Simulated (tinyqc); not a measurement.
# Leakage through a gate insulator: direct, Fowler-Nordheim, trap-assisted and Poole-Frenkel currents, step by step

A worked calculation. Computed by tinyqc, a small Python program that keeps every step. Command: `OMP_NUM_THREADS=1 python tinyqc.py 3025837 3025838 out.jsonl oxideleak walk`. One thread of a shared host (Intel(R) Xeon(R) Processor @ 2.30GHz), about 0.01 s of CPU time with the checks. Intermediate numbers are printed to about 6 digits and carried at full precision; extremes and crossings named in words are read from the listed rows.

Electrons enter from the cathode Fermi level at x = 0; the conduction band of the insulator lies phi_b - e F x above it, F = V/t. WKB exponents use a parabolic band with mass m.

Inputs (values chosen for the exercise, with an insulator like Si3N4):
```
quantity                          value   unit
thickness t                         2.9     nm
barrier phi_b                      2.03     eV
tunnelling mass m                  0.36    m_0
static constant eps_ox             7.02      -
optical constant eps_opt           3.97      -
voltage across the insulator V      1.1      V
trap depth phi_t                    1.3     eV
trap density N_t                2.9e+17  cm^-3
attempt rate nu_0                 7e+12    1/s
activation of capture E_a          0.11     eV
temperature T                       350      K
```

Constants: hbar^2/(2 m_0) = 3.80998212 eV angstrom^2; e = 1.602176634e-19 C; hbar = 1.054571817e-34 J s; k_B = 8.617333262e-05 eV/K; eps_0 = 8.8541878128e-12 F/m.

## Field and tunnelling without traps

For a level a distance phi(x) below the band, the WKB exponent is 2 int kappa dx with kappa = sqrt(m phi/(hbar^2/2m_0)); for a linear barrier from phi_1 down to phi_2 = max(phi_1 - e F d, 0) it is G = (4/3) sqrt(m/(hbar^2/2m_0)) (phi_1^(3/2) - phi_2^(3/2))/(e F). J_tun = e^3 F^2/(16 pi^2 hbar m phi_b) x exp(-G) / [1 - sqrt(phi_2/phi_b)]^2 with the free-electron mass in the cathode (m in m_0), phi_2 = max(phi_b - e V, 0): direct tunnelling for e V < phi_b, Fowler-Nordheim above. Image forces, back-flow and the limit on supply are left out, so J_tun is overstated below about 0.5 V. Equivalent oxide thickness = 3.9 t/eps_ox.

field F = 3.79310 MV/cm

equivalent oxide thickness = 1.61111 nm

WKB exponent G = 21.5612

tunnelling current J_tun = 0.125715 A/cm^2

The barrier is a trapezoid: direct tunnelling.

## One trap at several depths

A trap at depth x lies phi_t below the band. Capture: tunnel at the cathode Fermi level from 0 to x (G_in from phi_1 = phi_b), rate nu_0 exp(-G_in - E_c/k_B T) with E_c = E_a + max(phi_b - phi_t - e F x, 0), the last term being the height of the trap above the cathode Fermi level. Emission: tunnel from the trap level to the anode (G_out from phi_1 = phi_t over t - x), rate nu_0 exp(-G_out - E_a/k_B T). Re-emission to the cathode follows from detailed balance, rate_back = rate_in exp(dE/k_B T) with dE = phi_b - phi_t - e F x. Each trap passes R = rate_in rate_out/(rate_in + rate_back + rate_out) electrons per second; filling from the anode is left out. Depths: t times 0.08, 0.2, 0.32, 0.44, 0.56, 0.68, 0.8 and 0.92, rounded to 0.01 nm.

Rates:
```
x (nm)     G_in    G_out  E_c (eV)  rate in (1/s)  rate back (1/s)  rate out (1/s)      R (1/s)
0.23     1.9928  14.3524  0.752759    1.38158e+01      2.48710e+10     1.06662e+05  5.92502e-05
0.58     4.9401  13.0747  0.620000    5.91585e+01      1.30525e+09     3.82726e+05  1.73414e-02
0.93     7.7812  11.5753  0.487241    2.81695e+02      7.61757e+07     1.71435e+06  6.20004e+00
1.28    10.5120   9.8830  0.354483    1.49782e+03      4.96427e+06     9.31210e+06  9.76884e+02
1.62    13.0547   8.0733  0.225517    8.47616e+03      3.90458e+05     5.68814e+07  8.41713e+03
1.97    15.5538   6.0543  0.110000    3.20817e+04      1.81131e+04     4.28367e+08  3.20780e+04
2.32    17.9266   3.8884  0.110000    2.99052e+03      2.06939e+01     3.73659e+09  2.99052e+03
2.67    20.1661   1.5848  0.110000    3.18513e+02      2.70136e-02     3.74007e+10  3.18513e+02
```

The most effective of these traps sits at 1.97 nm, 68 % of the way; where rate back exceeds rate out, re-emission drains the trap, and elsewhere the slower forward step limits R; here capture limits, and the best depth is where the trap level drops to the cathode Fermi level.

## Trap-assisted current

J_TAT = e N_t int_0^t R dx by the midpoint rule on 400 intervals; the most effective depth is the midpoint with the largest R, rounded to 0.01 nm.

trap-assisted current J_TAT = 6.64288e-05 A/cm^2

most effective depth = 1.92 nm

## Poole-Frenkel bound

Poole-Frenkel emission over the lowered barrier of a charged trap: lowering sqrt(e F/(pi eps_opt eps_0)); J_PF = e N_t^(2/3) nu_0 exp(-(phi_t - lowering)/k_B T), one sheet of traps emitting with supply unlimited (an upper bound).

barrier lowering = 0.741836 eV

Poole-Frenkel bound J_PF = 0.00451026 A/cm^2

Caution: the film is too thin for the Poole-Frenkel picture (the lowering is a large part of the whole drop, or the traps are further apart than the film is thick), so J_PF is only nominal.

## Total without and with traps

J = J_tun + J_TAT (the Poole-Frenkel bound is not added); the ratio J/J_tun is the excess that stress-made traps add.

total current J = 0.125781 A/cm^2

J/J_tun = 1.00053

## Against voltage

The formulas are those given above.

Currents:
```
V (V)  F (MV/cm)  J_tun (A/cm^2)  J_TAT (A/cm^2)  best depth (nm)
0.35      1.2069     1.08271e-02     1.99955e-11             1.33
0.70      2.4138     3.24934e-02     3.15782e-08             2.90
1.06      3.6552     1.09204e-01     3.93488e-05             2.00
1.41      4.8621     3.93696e-01     1.38527e-03             1.50
1.77      6.1034     1.70508e+00     9.22316e-03             1.23
2.12      7.3103     1.02242e+01     3.19687e-02             1.05
2.48      8.5517     1.47279e+02     1.01912e-01             0.90
2.83      9.7586     1.06499e+03     2.41787e-01             0.79
3.19     11.0000     5.32984e+03     4.90551e-01             0.71
```

Tunnelling without traps rules in every row. Over the range J_tun grows by 5.7 decades and J_TAT by 10.4. The highest rows may lie beyond breakdown. Below about 0.5 V the formula for J_tun, which has no back-flow, overstates the current.

## Against thickness at fixed field

The formulas are those given above.

Currents:
```
t (nm)    V (V)  J_tun (A/cm^2)  J_TAT (A/cm^2)
1.2     0.45517     1.07367e+05     9.47886e-07
1.6     0.60690     2.83957e+03     6.89938e-06
2.2     0.83448     2.04405e+01     6.28755e-05
3.0     1.13793     6.42462e-02     6.61294e-05
4.0     1.51724     1.73425e-04     5.50757e-05
5.5     2.08621     8.11974e-07     1.87483e-05
7.5     2.84483     8.11974e-07     1.85800e-05
10.0    3.79310     8.11974e-07     1.85771e-05
```

Between the first rows J_tun falls by 3.94 decades per nm. From t = phi_b/(e F) = 5.35 nm it stops changing, since a triangular barrier does not feel the thickness. J_TAT overtakes J_tun between 4 and 5.5 nm. Below about 0.5 V the formula for J_tun, which has no back-flow, overstates the current.

Checks made by the program: the WKB exponent by quadrature (relative difference below 1e-10); the integral with twice the points (relative difference 1e-04).
